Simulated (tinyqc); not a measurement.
# Polycrystalline film, grain-boundary barriers (Seto model): several studies

One-dimensional grains of size Lg with donors N; each boundary has Qt acceptor-like traps per area at one level Et below the band edge. Trapped electrons qt deplete a width w = qt/N (both sides together) and raise a barrier Vb = q N w^2/(8 eps0 eps_r). Current crosses the barriers by thermionic emission at small bias. Abrupt depletion, full ionisation, Boltzmann statistics.

Values chosen for this exercise; values close to those of polycrystalline silicon:
```
symbol,value,unit,meaning
T,300,K,temperature
eps_r,11.7,,relative permittivity of the semiconductor
Lg,80,nm,grain size
Qt,1.2e12,cm^-2,trap density at a boundary
N,3.8e16,cm^-3,donor density
mg,140,cm^2/(V s),mobility inside a grain
vc,8.1e6,cm/s,collection velocity at the barrier
Nc,2.8e19,cm^-3,conduction-band density of states at T
Et,0.54,eV,trap level below the band edge
```

Constants: q = 1.602176634e-19 C, kB = 1.380649e-23 J/K, Vt = kB T/q, eps0 = 8.8541878128e-14 F/cm where lengths are in cm. Results are converted to the units shown.

Each table varies one quantity; the others keep the values above.

## Effect of the grain size

Partly depleted grains: the density at the grain centre is n0 = N and qt = Qt/(1 + 2 (Nc/N) exp((Vb - Et)/Vt)). If that gives qt >= N Lg, the grains are fully depleted: qt = N Lg, w = Lg and n0 = 2 Nc exp((Vb - Et)/Vt)/(Qt/(N Lg) - 1). Resistivity: barriers rb = Vt exp(Vb/Vt)/(q n0 vc Lg), grain interior rg = (1 - w/Lg)/(q mg N); effective mobility 1/(q N (rb + rg)).

Results:

| Lg (nm) | w/Lg | Vb (V) | n0 (cm^-3) | resistivity (ohm cm) |
|---|---|---|---|---|
| 16 | 1.000 | 0.001881 | 2.726e9 | 4.912e6 |
| 26 | 1.000 | 0.004966 | 5.163e9 | 1.798e6 |
| 42 | 1.000 | 0.01296 | 1.203e10 | 6.511e5 |
| 110 | 1.000 | 0.08889 | 7.904e11 | 7.134e4 |
| 180 | 1.000 | 0.2380 | 6.274e14 | 1.758e4 |
| 300 | 0.7093 | 0.3326 | 3.800e16 | 6769 |
| 480 | 0.4433 | 0.3326 | 3.800e16 | 4231 |

Estimate the missing row, Lg = 69 nm.

Computed row:

| Lg (nm) | w/Lg | Vb (V) | n0 (cm^-3) | resistivity (ohm cm) |
|---|---|---|---|---|
| 69 | 1.000 | 0.03498 | 5.137e10 | 2.174e5 |

With this row back in the table: As Lg goes from 16 to 480 nm, the barrier rises from 0.00188 to 0.333 V and the resistivity falls from 4.91e6 to 4230 ohm cm. The grains are fully depleted in 6 of the 8 rows. For Lg = 16 to 69 nm the barrier is under 2 Vt, where the depletion and emission pictures are rough.

## Effect of the trap density at a boundary

Same model as above.

Effect of the trap density at a boundary:

| Qt (cm^-2) | w/Lg | Vb (V) | n0 (cm^-3) | resistivity (ohm cm) |
|---|---|---|---|---|
| 2e11 | 0.6579 | 0.02035 | 3.800e16 | 0.5453 |
| 2.9e11 | 0.9539 | 0.04279 | 3.800e16 | 0.3969 |
| 4.3e11 | 1.000 | 0.04702 | 7.062e11 | 2.173e4 |
| 6.4e11 | 1.000 | 0.04702 | 2.648e11 | 5.795e4 |
| 9.4e11 | 1.000 | 0.04702 | 1.399e11 | 1.097e5 |
| 1.4e12 | 1.000 | 0.04702 | 8.119e10 | 1.890e5 |
| 2e12 | 1.000 | 0.04702 | 5.247e10 | 2.925e5 |
| 3e12 | 1.000 | 0.04702 | 3.301e10 | 4.650e5 |

What does the comparison show?

As Qt goes from 2e11 to 3e12 cm^-2, the barrier rises from 0.0203 to 0.0470 V and the resistivity goes from 0.545 through a minimum of 0.397 (at Qt = 2.9e11 cm^-2 among the rows listed) to 4.65e5 ohm cm. The grains are fully depleted in 6 of the 8 rows. In every row the barrier is under 2 Vt, where the depletion and emission pictures are rough.

## Effect of the donor density

Same model as above.

Effect of the donor density:

| N (cm^-3) | w/Lg | Vb (V) | n0 (cm^-3) | resistivity (ohm cm) |
|---|---|---|---|---|
| 7.5e15 | 1.000 | 0.009280 | 3.579e9 | 9.963e5 |
| 1.5e16 | 1.000 | 0.01856 | 1.082e10 | 4.719e5 |
| 3.1e16 | 1.000 | 0.03836 | 5.454e10 | 2.013e5 |
| 6.3e16 | 1.000 | 0.07795 | 7.013e11 | 7.241e4 |
| 1.3e17 | 1.000 | 0.1608 | 1.554e14 | 8067 |
| 2.6e17 | 0.5769 | 0.1071 | 2.600e17 | 0.6750 |
| 5.3e17 | 0.2830 | 0.05253 | 5.300e17 | 0.09615 |
| 1.1e18 | 0.1364 | 0.02531 | 1.100e18 | 0.04103 |
| 2.2e18 | 0.06818 | 0.01265 | 2.200e18 | 0.02073 |
| 4.5e18 | 0.03333 | 0.006186 | 4.500e18 | 0.01028 |

Read the table: what changes, and by how much?

As N goes from 7.5e15 to 4.5e18 cm^-3, the barrier goes from 0.00928 through a maximum of 0.161 (at N = 1.3e17 cm^-3 among the rows listed) to 0.00619 V and the resistivity falls from 9.96e5 to 0.0103 ohm cm. The grains are fully depleted in 5 of the 10 rows. The steepest fall, as N^(-13.5), lies between 1.3e17 and 2.6e17 cm^-3; N* = 1.50e17 cm^-3. The barrier grows with N while the grains are depleted and shrinks once they are not, hence the maximum. At N = 7.5e15, 1.5e16, 3.1e16, 1.1e18, 2.2e18, 4.5e18 cm^-3 the barrier is under 2 Vt, where the depletion and emission pictures are rough.

Numbers from tinyqc (`OMP_NUM_THREADS=1 python tinyqc.py 2610019 2610020 out.jsonl`; about 0.01 s on one thread of a shared Intel Xeon 2.30GHz).
